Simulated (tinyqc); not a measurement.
Thermal, flicker and telegraph noise of a field-effect transistor: one step, computed by the program tinyqc. Command: `OMP_NUM_THREADS=1 python tinyqc.py 3004782 3004783 out.jsonl noise walk`. One thread of a shared host (Intel(R) Xeon(R) Processor @ 2.30GHz), about 0.01 s of CPU time with the checks.

Strong inversion, threshold roll-off and channel-length modulation left out; noise sources are uncorrelated and are given as one-sided spectral densities. The drain voltage is 50 mV.

Question. Thermal noise and corner. C_ox = 3.9 eps_0/t; I = mu C_ox (W/L) V_ov V_D; g_m = I/V_ov; g_d0 = I/V_D. Thermal: S_I = 4 k_B T g_d0; input-referred S_V = S_I/g_m^2; corner f_c where flicker equals thermal. Total input noise from 1 Hz to f_c: sqrt(S_V,thermal [f_c ln(f_c/1 Hz) + f_c - 1 Hz]).

Inputs (values chosen for the exercise, modelled on a silicon n-channel):
```
quantity,value,unit
width W,200,micrometre
length L,1900,nm
electrical oxide thickness t,3.5,nm
mobility mu,130,cm^2/(V s)
overdrive V_ov,0.37,V
frequency f,20,Hz
temperature T,200,K
```

Operating region: linear. Flicker model: Hooge.

g_m = 675.0486 microsiemens

flicker S_I = 4.323192e-21 A^2/Hz

drain current I = 249.7680 microampere

Constants: k_B = 1.380649e-23 J/K; eps_0 = 8.8541878128e-12 F/m; e = 1.602176634e-19 C.

Give: thermal S_I; input-referred thermal noise; corner frequency f_c; input noise up to f_c; full shot noise 2eI over thermal S_I.

Answer.

thermal S_I = 5.517e-23 A^2/Hz

input-referred thermal noise = 11.00 nV/sqrt(Hz)

corner frequency f_c = 1567 Hz

input noise up to f_c = 1.259 microvolt

full shot noise 2eI over thermal S_I = 1.451

At f the noise is flicker dominated (f_c/f = 78.4).
